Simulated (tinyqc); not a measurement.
# Lossy package transmission line with skin effect, step by step

Computed by the program tinyqc: `OMP_NUM_THREADS=1 python tinyqc.py 2810214 2810215 out.jsonl`, one thread of a shared Intel Xeon 2.30GHz, about 0.01 s for the whole run. Printed values are rounded.

A uniform line in a homogeneous dielectric: c = sqrt(er)/(c0 Z0), l = Z0 sqrt(er)/c0 (c0 = 299792458 m/s), g = w c td, w = 2 pi f. The resistance joins its limits as r = sqrt(r_dc^2 + r_hf^2), with r_dc = rho/(wd th), r_hf = kr rho/(2 delta (wd + th)), delta = sqrt(rho/(pi f mu0)), mu0 = 4 pi 1e-7 H/m; this is an interpolation, and internal inductance, up to 0.05 nH/mm at low frequency, is neglected.

Inputs (values chosen for the exercise): width of the strip wd = 63 um; thickness of the strip th = 11 um; resistivity rho = 2 uohm cm; relative permittivity er = 3.9; loss tangent td = 0.01; lossless impedance sqrt(l/c) Z0 = 75 ohm; factor for crowding and the return path kr = 2; length len = 2.6 mm; source resistance Rg = 10 ohm; load resistance RL = 1e5 ohm; load capacitance CL = 300 fF; frequency f = 3.5 GHz.

## Line constants

delta, r_dc, r_hf, r, l, c and g as defined.

delta = 1.203098 um
r_dc = 0.02886003 ohm/mm
r_hf = 0.2246452 ohm/mm
r = 0.2264914 ohm/mm
l = 0.4940522 nH/mm
c = 87.83151 pF/m
g = 0.01931516 S/m

r is 7.85 times r_dc; the skin depth is 0.109 of the thickness.

## Propagation constant and impedance

gamma = sqrt((r + i w l)(g + i w c)) = alpha + i beta, Zc = sqrt((r + i w l)/(g + i w c)), roots with positive real part; loss 8.685889638 alpha in dB; phase velocity w/beta.

gamma len = 0.0058090+0.3766511i
Zc = 75.00517-0.40667i ohm
loss = 0.01940626 dB/mm
phase velocity over c0 = 0.5063622
r/(w l) = 0.02084640

r is below w l; the low-loss estimate 8.686 (r/(2 Z0) + g Z0/2) gives 0.0194 dB/mm.

## Reflection, input impedance and transfer

ZL = 1/(1/RL + i w CL); reflection (ZL - Zc)/(ZL + Zc); Zin = Zc (ZL + Zc tanh(gamma len))/(Zc + ZL tanh(gamma len)); H = V_load/V_source = [Zin/(Zin + Rg)]/[cosh(gamma len) + (Zc/ZL) sinh(gamma len)].

ZL = 0.2298-151.5758i ohm
reflection at the load = 0.6032670-0.7906318i
Zin = 0.79945-67.74979i ohm
H = 1.304697-0.203050i
|H| = 2.414130 dB
